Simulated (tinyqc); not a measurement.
Extended Hueckel theory, for H6+, step by step. The parameters take no account of the charge, which enters only through the electron count. One step of it, computed by the program tinyqc.

Problem. Orbitals. Solve H C = S C e through S^(-1/2); fill by pairs from the bottom, a degenerate level sharing its electrons equally; each orbital has its largest coefficient positive (the first on a tie).

H (eV), lower triangle:
```
,1H 1s,2H 1s,3H 1s,4H 1s,5H 1s,6H 1s
1H 1s,-13.600000
2H 1s,-12.961199,-13.600000
3H 1s,-2.168844,-8.651233,-13.600000
4H 1s,-0.438947,-2.168844,-12.961199,-13.600000
5H 1s,-0.038841,-0.239317,-2.168844,-8.651233,-13.600000
6H 1s,-0.005236,-0.038841,-0.438947,-2.168844,-12.961199,-13.600000
```

overlap S, lower triangle:
```
,1H 1s,2H 1s,3H 1s,4H 1s,5H 1s,6H 1s
1H 1s,1.000000
2H 1s,0.544588,1.000000
3H 1s,0.091128,0.363497,1.000000
4H 1s,0.018443,0.091128,0.544588,1.000000
5H 1s,0.001632,0.010055,0.091128,0.363497,1.000000
6H 1s,0.000220,0.001632,0.018443,0.091128,0.544588,1.000000
```

valence electrons = 5

Give: orbital energies; occupations; coefficients; sum of one-electron energies.

Solution.

orbital energies (eV): -18.617  -17.388  -15.204  -5.851  1.666  11.862

occupations: 2.000  2.000  1.000  0.000  0.000  0.000

coefficients:
```
,MO1,MO2,MO3,MO4,MO5,MO6
1H 1s,0.203,0.378,0.430,0.609,-0.705,0.462
2H 1s,0.287,0.396,0.232,-0.406,0.826,-0.741
3H 1s,0.361,0.119,-0.427,-0.587,-0.261,0.993
4H 1s,0.361,-0.119,-0.427,0.587,-0.261,-0.993
5H 1s,0.287,-0.396,0.232,0.406,0.826,0.741
6H 1s,0.203,-0.378,0.430,-0.609,-0.705,-0.462
```

sum of one-electron energies = -87.213 eV
